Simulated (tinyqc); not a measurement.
MESFET, gradual channel with velocity saturation: one step of the calculation.

A uniformly doped n-type channel, depleted from the top by a Schottky gate; at channel potential V the depleted share of a is u = sqrt((Vbi - Vg + V)/Vp), s at the source. Electrons drift with v = mu E/(1 + mu E/vsat). Abrupt depletion edge, no series resistance, source at 0.

Task. Built-in and pinch-off voltages. Vbi = phiB - Vt ln(Nc/Nd); Vp = q Nd a^2/(2 eps0 eps_r); G0 = q mu Nd a W/L; Z = mu Vp/(vsat L); s = sqrt((Vbi - Vg)/Vp). VT = Vbi - Vp.

Parameters, values chosen for the exercise; material values close to those of indium phosphide: temperature T = 350 K; relative permittivity of the semiconductor eps_r = 12.6; conduction-band density of states at T Nc = 7.13e17 cm^-3; donor density of the channel Nd = 3.4e16 cm^-3; channel thickness a = 220 nm; low-field mobility at this doping mu = 2700 cm^2/(V s); saturation velocity vsat = 1.3e7 cm/s; gate length L = 2 um; gate width W = 300 um; Schottky barrier phiB = 0.83 V; gate voltage Vg = -0.1 V.

Constants: q = 1.602176634e-19 C, kB = 1.380649e-23 J/K, Vt = kB T/q, eps0 = 8.8541878128e-14 F/cm where lengths are in cm. Results are converted to the units shown.

Give: Vbi; Vp; VT; G0; Z; s.

Result.

Vbi = 0.7382 V
Vp = 1.182 V
VT = -0.4434 V
G0 = 48.54 mS
Z = 1.227
s = 0.8422

Z = 1.23: velocity saturation matters.

Computed by the program tinyqc: `OMP_NUM_THREADS=1 python tinyqc.py 2500102 2500103 out.jsonl`, one thread of a shared Intel Xeon 2.30GHz, about 0.07 s for the whole run.
